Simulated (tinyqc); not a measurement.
## Magnetoresistance against angle

Conductance G = G0 (1 + P1 P2 cos(phi)) at low bias, phi the angle between the magnetisations, normalised to Rp = RA/area at phi = 0.

Parameters, values chosen for the exercise: diameter Dm = 20 nm; spin polarisation of the reference layer P1 = 0.63; spin polarisation of the free layer P2 = 0.61; resistance-area product, parallel state RA = 3.3 ohm um^2.

Magnetoresistance against angle:

| phi (degree) | R (kohm) | R/Rp - 1 (%) | share of the full TMR (%) |
|---|---|---|---|
| 0 | 10.50 | 0 | 0 |
| 20 | 10.68 | 1.703 | 1.364 |
| 45 | 11.43 | 8.851 | 7.090 |
| 70 | 12.85 | 22.35 | 17.90 |
| 90 | 14.54 | 38.43 | 30.79 |
| 110 | 16.74 | 59.38 | 47.57 |
| 135 | 19.97 | 90.08 | 72.16 |
| 160 | 22.76 | 116.7 | 93.47 |
| 180 | 23.62 | 124.8 | 100.0 |

R rises from 10.5 to 23.6 kohm, TMR0 = 125 %. It is the conductance that follows cos(phi), so at 90 degrees R has covered only (1 - P1 P2)/2 = 30.8 % of its range.

tinyqc, about 0.01 s, one thread, Intel Xeon 2.30GHz (shared host): `OMP_NUM_THREADS=1 python tinyqc.py 2450064 2450065 out.jsonl`
